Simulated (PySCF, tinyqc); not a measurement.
FCI on RHF in the sto-3g basis, for H4, spin multiplicity 1, step by step. The lowest restricted solution is unstable here: a spin-polarised one lies 0.1676 hartree lower (PySCF). Computed by tinyqc, a small Python program that keeps every step (integrals from PySCF). Settings: charge = 0, multiplicity = 1, basis = sto-3g, method = RHF, energy threshold = 1e-10, iteration cap = 76, orthogonalisation = canonical, start = atomic densities, DIIS depth = 6, ci = FCI, davidson = 1. Command: `OMP_NUM_THREADS=1 python tinyqc.py 20512 20513 out.jsonl` (the two numbers bound the seeds that draw the settings). One thread of a shared host (Intel(R) Xeon(R) Processor @ 2.60GHz), about 0.1 s of CPU time with the checks. The early iterations of the SCF are left out here.

## One-electron integrals

Geometry (angstrom):
```
atom         x         y         z
H     0.000000  0.000000  0.000000
H     0.000000  0.000000  1.641000
H     0.000000  2.231000  0.000000
H     0.000000  2.231000  1.641000
```

Basis sto-3g: exponents (1/bohr^2) and contraction coefficients of normalised primitives:
```
element  l (shell)  exponent  coefficient
H            s (1)  3.425251     0.154329
H            s (1)  0.623914     0.535328
H            s (1)  0.168855     0.444635
```

Overlap, kinetic and nuclear-attraction integrals over the contracted functions; the nuclear repulsion is the sum of Za Zb / Rab.

nuclear repulsion = 1.50147407 hartree

overlap S:
```
          1H 1s     2H 1s     3H 1s     4H 1s
1H 1s  1.000000  0.209002  0.080613  0.029350
2H 1s  0.209002  1.000000  0.029350  0.080613
3H 1s  0.080613  0.029350  1.000000  0.209002
4H 1s  0.029350  0.080613  0.209002  1.000000
```

kinetic energy T (hartree):
```
           1H 1s      2H 1s      3H 1s      4H 1s
1H 1s   0.760032   0.000133  -0.011464  -0.008629
2H 1s   0.000133   0.760032  -0.008629  -0.011464
3H 1s  -0.011464  -0.008629   0.760032   0.000133
4H 1s  -0.008629  -0.011464   0.000133   0.760032
```

nuclear attraction V (hartree):
```
           1H 1s      2H 1s      3H 1s      4H 1s
1H 1s  -1.976625  -0.350268  -0.124656  -0.045860
2H 1s  -0.350268  -1.976625  -0.045860  -0.124656
3H 1s  -0.124656  -0.045860  -1.976625  -0.350268
4H 1s  -0.045860  -0.124656  -0.350268  -1.976625
```

core Hamiltonian H = T + V (hartree):
```
           1H 1s      2H 1s      3H 1s      4H 1s
1H 1s  -1.216593  -0.350135  -0.136121  -0.054489
2H 1s  -0.350135  -1.216593  -0.054489  -0.136121
3H 1s  -0.136121  -0.054489  -1.216593  -0.350135
4H 1s  -0.054489  -0.136121  -0.350135  -1.216593
```

## Two-electron integrals

Functions are numbered as in S; the eight-fold symmetry (ij|kl) = (ji|kl) = (kl|ij) leaves the list below.

Two-electron integrals (ij|kl) in chemists' order, unique and non-zero (hartree):
```
(11|11) 0.774606   (21|11) 0.107728   (21|21) 0.024058   (22|11) 0.318524
(22|21) 0.107728   (22|22) 0.774606   (31|11) 0.035562   (31|21) 0.006007
(31|22) 0.021250   (31|31) 0.003237   (32|11) 0.010186   (32|21) 0.002393
(32|22) 0.011213   (32|31) 0.000984   (32|32) 0.000405   (33|11) 0.236861
(33|21) 0.046126   (33|22) 0.191042   (33|31) 0.035562   (33|32) 0.011213
(33|33) 0.774606   (41|11) 0.011213   (41|21) 0.002393   (41|22) 0.010186
(41|31) 0.000984   (41|32) 0.000397   (41|33) 0.010186   (41|41) 0.000405
(42|11) 0.021250   (42|21) 0.006007   (42|22) 0.035562   (42|31) 0.001908
(42|32) 0.000984   (42|33) 0.021250   (42|41) 0.000984   (42|42) 0.003237
(43|11) 0.046126   (43|21) 0.010080   (43|22) 0.046126   (43|31) 0.006007
(43|32) 0.002393   (43|33) 0.107728   (43|41) 0.002393   (43|42) 0.006007
(43|43) 0.024058   (44|11) 0.191042   (44|21) 0.046126   (44|22) 0.236861
(44|31) 0.021250   (44|32) 0.010186   (44|33) 0.318524   (44|41) 0.011213
(44|42) 0.035562   (44|43) 0.107728   (44|44) 0.774606
```

## Orthogonalisation

S = U s U^T; canonical form X = U s^(-1/2), so that X^T S X = 1. Each column of U has its largest component positive (the first on a tie).

eigenvalues of S: 0.739735  0.842260  1.099039  1.318966

X:
```
               1          2          3         4
1H 1s   0.581342   0.544812   0.476940  0.435365
2H 1s  -0.581342  -0.544812   0.476940  0.435365
3H 1s  -0.581342   0.544812  -0.476940  0.435365
4H 1s   0.581342  -0.544812  -0.476940  0.435365
```

## Iteration 3 (converged): orbitals

converged F (hartree):
```
           1H 1s      2H 1s      3H 1s      4H 1s
1H 1s  -0.124295  -0.270573  -0.054476  -0.034023
2H 1s  -0.270573  -0.124295  -0.034023  -0.054476
3H 1s  -0.054476  -0.034023  -0.124295  -0.270573
4H 1s  -0.034023  -0.054476  -0.270573  -0.124295
```

Diagonalise F' = X^T F X, C = X C', fill 2 alpha and 2 beta electrons from the bottom; D = 2 C_occ C_occ^T. Each column has its largest component positive (the first on a tie).

F' = X^T F X (hartree):
```
          1         2          3          4
1  0.225393  0.000000   0.000000   0.000000
2  0.000000  0.149390   0.000000   0.000000
3  0.000000  0.000000  -0.278760   0.000000
4  0.000000  0.000000   0.000000  -0.366474
```

orbital energies (hartree): MO1 -0.366474, MO2 -0.278760, MO3 0.149390, MO4 0.225393

coefficients C:
```
            MO1        MO2        MO3        MO4
1H 1s  0.435365   0.476940   0.544812   0.581342
2H 1s  0.435365   0.476940  -0.544812  -0.581342
3H 1s  0.435365  -0.476940   0.544812  -0.581342
4H 1s  0.435365  -0.476940  -0.544812   0.581342
```

D after iteration 3:
```
           1H 1s      2H 1s      3H 1s      4H 1s
1H 1s   0.834028   0.834028  -0.075858  -0.075858
2H 1s   0.834028   0.834028  -0.075858  -0.075858
3H 1s  -0.075858  -0.075858   0.834028   0.834028
4H 1s  -0.075858  -0.075858   0.834028   0.834028
```

## Convergence

Stop when the energy changes by less than 1e-10 hartree and every element of the error matrix X^T (F D S - S D F) X is below 3e-06.

Course of the cycle:
```
iteration  E (hartree)     change  largest element of the error matrix
1          -1.17986734          -                             1.26e-16
2          -1.72823041  -5.48e-01                             5.63e-16
3          -1.72823041   0.000000                             3.20e-16
```

PySCF RHF in the same basis = -1.72823041 hartree

Converged in 3 iterations.

## Integrals over molecular orbitals

(pq|rs) = sum C_ip C_jq C_kr C_ls (ij|kl), one index at a time.

one-electron integrals over orbitals h = C^T H C (hartree):
```
           1          2          3          4
1  -1.332361   0.000000   0.000000   0.000000
2   0.000000  -1.252110   0.000000   0.000000
3   0.000000   0.000000  -1.125649   0.000000
4   0.000000   0.000000   0.000000  -1.060956
```

Two-electron integrals over orbitals (pq|rs), unique and non-zero (hartree):
```
(11|11) 0.374286   (21|21) 0.162043   (22|11) 0.376822   (22|22) 0.381750
(31|31) 0.126429   (32|32) 0.109696   (33|11) 0.375717   (33|22) 0.379865
(33|33) 0.384359   (41|32) 0.107920   (41|41) 0.106178   (42|31) 0.131331
(42|42) 0.137550   (43|21) 0.167641   (43|43) 0.179269   (44|11) 0.379632
(44|22) 0.385406   (44|33) 0.389164   (44|44) 0.395267
```

## FCI: determinants and Hamiltonian

Hartree-Fock energy = -1.72823041 hartree

Slater-Condon rules over spin orbitals, with the nuclear repulsion added and E(HF) subtracted on the diagonal. Only determinants linked to the reference directly or through others are kept (one block of an abelian symmetry group), so some states are absent.

Occupation strings over the orbitals (2 doubly, a alpha, b beta, 0 empty; spin orbitals ordered 1a 1b 2a 2b ...): 2200 aabb 2020 abab 2002 abba baab 0220 baba 0202 bbaa 0022

H - E(HF) between determinants (hartree):
```
           2200       aabb       2020       abab       2002       abba       baab       0220
2200   0.000000  -0.023411   0.109696  -0.107920   0.137550   0.131331   0.131331   0.126429
aabb  -0.023411   0.403922   0.107920  -0.109696  -0.131331  -0.137550  -0.126429  -0.131331
2020   0.109696   0.107920   0.322338   0.059721   0.179269  -0.167641  -0.167641   0.162043
abab  -0.107920  -0.109696   0.059721   0.481256   0.167641  -0.179269  -0.162043   0.167641
2002   0.137550  -0.131331   0.179269   0.167641   0.518797  -0.036310  -0.036310   0.000000
abba   0.131331  -0.137550  -0.167641  -0.179269  -0.036310   0.529361   0.000000  -0.036310
baab   0.131331  -0.126429  -0.167641  -0.162043  -0.036310   0.000000   0.529361  -0.036310
0220   0.126429  -0.131331   0.162043   0.167641   0.000000  -0.036310  -0.036310   0.540365
baba  -0.107920  -0.106178   0.059721   0.000000   0.167641  -0.162043  -0.179269   0.167641
0202   0.106178   0.107920   0.000000   0.059721   0.162043  -0.167641  -0.167641   0.179269
bbaa  -0.023411   0.000000   0.107920  -0.106178  -0.131331  -0.126429  -0.137550  -0.131331
0022   0.000000  -0.023411   0.106178  -0.107920   0.126429   0.131331   0.131331   0.137550

           baba       0202       bbaa       0022
2200  -0.107920   0.106178  -0.023411   0.000000
aabb  -0.106178   0.107920   0.000000  -0.023411
2020   0.059721   0.000000   0.107920   0.106178
abab   0.000000   0.059721  -0.106178  -0.107920
2002   0.167641   0.162043  -0.131331   0.126429
abba  -0.162043  -0.167641  -0.126429   0.131331
baab  -0.179269  -0.167641  -0.137550   0.131331
0220   0.167641   0.179269  -0.131331   0.137550
baba   0.481256   0.059721  -0.109696  -0.107920
0202   0.059721   0.647114   0.107920   0.109696
bbaa  -0.109696   0.107920   0.403922  -0.023411
0022  -0.107920   0.109696  -0.023411   0.834238
```

## FCI: roots

Diagonalise (each vector has its largest component positive (the first on a tie)); all determinants have Ms = 0, so triplets appear too. The lowest singlet root is the correlation energy.

lowest roots of this matrix, relative to E(HF) (hartree): -0.221650  -0.090981  -0.075931  0.382367  0.402615  0.476340  0.508448  0.535585

lowest vectors:
```
         root 1     root 2    root 3     root 4
2200   0.822347   0.051670  0.000000   0.495445
aabb   0.014445  -0.277972  0.408248   0.097578
2020  -0.254893   0.549315  0.000000   0.534312
abab   0.181089   0.146557  0.408248  -0.238301
2002  -0.182095  -0.440669  0.000000   0.171299
abba  -0.195534   0.131415  0.408248   0.140723
baab  -0.195534   0.131415  0.408248   0.140723
0220  -0.169661  -0.418202  0.000000   0.283066
baba   0.181089   0.146557  0.408248  -0.238301
0202  -0.157219   0.307301  0.000000  -0.116300
bbaa   0.014445  -0.277972  0.408248   0.097578
0022   0.172169   0.005731  0.000000  -0.416924
```

<S^2> of these roots: 0.000000  0.000000  6.000000  0.000000  2.000000  2.000000  0.000000  2.000000

weight of the ground state by excitation level 0, 1, 2, ...: 0.676255  0.000000  0.294103  0.000000  0.029642

The reference has a weight of only 0.68: one determinant is a poor start here. A root of higher spin lies below E(HF).

## The lowest root by the Davidson method

Start from the reference; add the residual divided by (theta - H_ii), orthogonalised, at each step.

Davidson iterations:
```
iteration  subspace  lowest Ritz value (hartree)  residual norm
1                 1                            0       3.42e-01
2                 2                  -0.18978368       1.73e-01
3                 3                  -0.22054073       3.46e-02
4                 4                  -0.22160472       4.84e-03
5                 5                  -0.22162636       2.16e-03
6                 6                  -0.22164316       1.85e-03
7                 7                  -0.22164970       7.73e-05
8                 8                  -0.22164974       6.94e-05
9                 9                  -0.22164975       1.56e-16
```
